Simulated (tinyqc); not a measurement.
Inside a calculation. Method: Born-Oppenheimer dynamics on the RHF/sto-6g surface (energies and gradients from PySCF), for H4, spin multiplicity 1. One step of it, computed by the program tinyqc.

Task: Velocity Verlet step 1. dt = 0.5 fs = 20.6707 atomic units; x' = x + v dt - g dt^2 / (2m); after the new gradient g', v' = v - (g + g') dt / (2m).

positions (bohr):
```
            x          y          z
1H   0.075589  -0.005669  -0.032125
2H  -0.028346   0.069920   1.806578
3H  -0.020787   0.037795   3.921182
4H   0.109604   0.013228   5.852482
```

velocities (bohr per atomic time unit):
```
               x             y             z
1H   0.000220250  -0.000178250  -0.000302000
2H  -0.000330750   0.000214750   0.000265000
3H  -0.000290750   0.000046750  -0.000512000
4H   0.000401250  -0.000083250   0.000549000
```

gradient (hartree/bohr):
```
              x            y            z
1H   0.00796327  -0.00579962  -0.12938272
2H  -0.00781741   0.00551714   0.17004350
3H  -0.01020095   0.00215086  -0.18042195
4H   0.01005509  -0.00186838   0.13976117
```

masses (electron masses): 1H 1837.152588, 2H 1837.152588, 3H 1837.152588, 4H 1837.152588

gradient after step 1 (hartree/bohr):
```
              x            y            z
1H   0.00867715  -0.00630726  -0.12744830
2H  -0.00851993   0.00600797   0.16721612
3H  -0.01117773   0.00234662  -0.17910480
4H   0.01102051  -0.00204733   0.13933698
```

Give: positions after step 1; velocities after step 1.

Result:

positions after step 1 (bohr):
```
          x        y        z
1H   0.0792  -0.0087  -0.0233
2H  -0.0343   0.0737   1.7923
3H  -0.0256   0.0385   3.9316
4H   0.1167   0.0117   5.8476
```

velocities after step 1 (bohr per atomic time unit):
```
             x           y           z
1H   0.0001266  -0.0001101   0.0011429
2H  -0.0002388   0.0001499  -0.0016323
3H  -0.0001705   0.0000214   0.0015106
4H   0.0002827  -0.0000612  -0.0010211
```
